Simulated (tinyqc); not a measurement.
Gate-all-around wire, scale length and short-channel effects: one step of the calculation.

A round wire of diameter ts in an insulator shell of thickness ti under a surrounding gate. Below threshold the potential that source and drain add obeys Laplace's equation and vanishes on the gate. Its lowest mode decays along the channel as exp(-k y); k is the smallest positive root of the matching condition at the interface, and the scale length is Lambda = pi/k.

Problem. Threshold shift, barrier position and swing. Along the channel psi(y) = s + a exp(y/l) + b exp(-y/l) with psi(0) = Vbi, psi(L) = Vbi + Vds and l = 1/k = Lambda/pi; with A = Vbi - s, B = A + Vds, x = exp(-L/l): a = (B - A x) x/(1 - x^2), b = (A - B x)/(1 - x^2). The minimum is s + 2 sqrt(a b), at y = (l/2) ln(b/a). The long-channel potential follows the gate as s = sT + (Vg - VTL)/m, and the threshold VT is the gate voltage at which the minimum equals sT. Swing = m Vt ln 10/g at threshold, g = d(minimum)/ds = 1 - (b x + a)/((1 + x) sqrt(a b)).

Inputs (values chosen for the exercise); permittivities: semiconductor close to that of silicon, insulator close to that of hafnium oxide: temperature T = 300 K; channel length L = 34 nm; potential of the source Vbi = 0.88 V; potential of the barrier top at threshold sT = 0.51 V; long-channel threshold VTL = 0.28 V; long-channel body factor m = 1; drain voltage Vds = 0.6 V.

Constants: q = 1.602176634e-19 C, kB = 1.380649e-23 J/K, Vt = kB T/q. Results are converted to the units shown.

l = 7.5073579 nm

Give: s at threshold; a; b; position of the minimum; VT; swing.

Solution.

s at threshold = 0.3519 V
a = 0.01212 V
b = 0.5160 V
position of the minimum = 14.08 nm
VT = 0.1219 V
swing = 76.44 mV/decade

The threshold lies 158 mV below the long-channel value, and the barrier top sits at 0.41 L from the source.

Computed by the program tinyqc: `OMP_NUM_THREADS=1 python tinyqc.py 2420071 2420072 out.jsonl`, one thread of a shared Intel Xeon 2.30GHz, about 0.01 s for the whole run.
